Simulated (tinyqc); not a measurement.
Well width from the intersubband spacing.

Inverse problem. In an empty well of width L and depth Vb, level k solves kw L/2 = (k - 1) pi/2 + arctan(sqrt((mw/mb)(Vb - E)/E)) with kw = sqrt(mw E/C), C = hbar^2/(2 m0). Find L, E1 and E2 from the spacing.

Values chosen for this exercise; material values close to those of GaAs in AlGaAs:
- mw = 0.0667 m0 (mass along z in the well)
- mb = 0.0937 m0 (mass along z in the barriers)
- Vb = 0.257 eV (barrier height)

Constants: q = 1.602176634e-19 C, hbar = 1.054571817e-34 J s, m0 = 9.1093837015e-31 kg, hbar^2/(2 m0) = 0.0380998212 eV nm^2. Results are converted to the units shown.

E2 - E1 = 13.386087 meV

Answer. Both levels are solved for trial widths until their difference matches. A second level is bound only for L above 4.68 nm, and over that range one width gives this spacing.

L = 32.00 nm
E1 = 4.464 meV
E2 = 17.85 meV

Numbers from tinyqc (`OMP_NUM_THREADS=1 python tinyqc.py 2140106 2140107 out.jsonl`; about 0.3 s on one thread of a shared Intel Xeon 2.30GHz).
